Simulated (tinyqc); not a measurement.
Luttinger-Kohn k.p, four valence bands, step by step. One step of it, computed by the program tinyqc.

Task: Levels at k. Diagonalise the Hermitian matrix.

H(k) at k (eV), order 3/2, 1/2, -1/2, -3/2:
$$\begin{pmatrix}
0.390554 & 0.092442+0.102173i & 0.005427-0.080887i & 0.000000 \\
0.092442-0.102173i & 0.417970 & 0.000000 & 0.005427-0.080887i \\
0.005427+0.080887i & 0.000000 & 0.417970 & -0.092442-0.102173i \\
0.000000 & 0.005427+0.080887i & -0.092442+0.102173i & 0.390554
\end{pmatrix}$$

Give: eigenvalues.

Result:

eigenvalues (eV): [0.2438, 0.2438, 0.5647, 0.5647]
